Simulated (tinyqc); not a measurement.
# Worked calculation: square on-chip spiral inductor, lumped pi model

tinyqc, about 0.01 s, one thread, Intel Xeon 2.30GHz (shared host): `OMP_NUM_THREADS=1 python tinyqc.py 2302248 2302249 out.jsonl` Printed values are rounded.

Outer diameter do = di + 2 n wd + 2 (n - 1) sp, mean da = (do + di)/2, fill p = (do - di)/(do + di), length l = 4 n da. L = 2.34 mu0 n^2 da/(1 + 2.75 p), mu0 = 4 pi 1e-7 H/m. Rs = rho l/(wd delta (1 - exp(-th/delta))), delta = sqrt(rho/(pi f mu0)). Cs = n wd^2 eps0 eo/hu across the coil. At each end Cox = l wd eps0 eo/(2 ho) leads to the substrate branch Rsi = 2 rs he/(l wd) in parallel with Csi = l wd eps0 11.7/(2 he). With one end grounded Y = 1/(Rs + i w L) + i w Cs + 1/[1/(i w Cox) + 1/(1/Rsi + i w Csi)], w = 2 pi f; Q = -Im Y/Re Y. Eddy currents in neighbouring turns and in the substrate are left out.

Values chosen for this exercise; values of the order met in silicon radio-frequency processes:
- n = 3.5 (number of turns)
- wd = 20 um (line width)
- sp = 1.5 um (space between turns)
- di = 80 um (inner diameter)
- th = 0.9 um (metal thickness)
- rho = 2.2 uohm cm (metal resistivity)
- ho = 5.6 um (oxide below the coil)
- hu = 0.7 um (oxide between coil and underpass)
- eo = 4.1 (relative permittivity of the oxide)
- rs = 10 ohm cm (substrate resistivity)
- he = 80 um (effective spreading depth in the substrate)
- f = 3 GHz (frequency)

Constants: eps0 = 8.8541878128e-12 F/m. Results are converted to the units shown.

## Geometry and model elements

do, l, L, delta, Rs, Cs, Cox, Rsi and Csi as defined.

do = 227.5 um
l = 2152.50 um
L = 2.38812 nH
delta = 1.36292 um
Rs = 3.59438 ohm
Cs = 72.6043 fF
Cox = 139.536 fF
Rsi = 371.661 ohm
Csi = 27.8733 fF

Rs is 1.37 times the direct-current value in this empirical form, which overstates the skin effect of a flat slab when delta is near th and so stands in for some current crowding.

## Admittance, quality factor and apparent inductance

Series branch 1/(Rs + i w L), substrate branch, total Y, Q = -Im Y/Re Y, apparent inductance Im(1/Y)/w, metal-only value w L/Rs, share of the loss in the substrate Re(substrate branch)/Re Y.

series branch = 1.7626-22.0741i mS
substrate branch = 1.08236+1.36080i mS
Y = 2.8449-19.3447i mS
Q = 6.79970
apparent inductance = 2.68438 nH
w L/Rs = 12.5237
share of the loss in the substrate = 38.0451 %

Q is 54.3 % of the metal-only value.
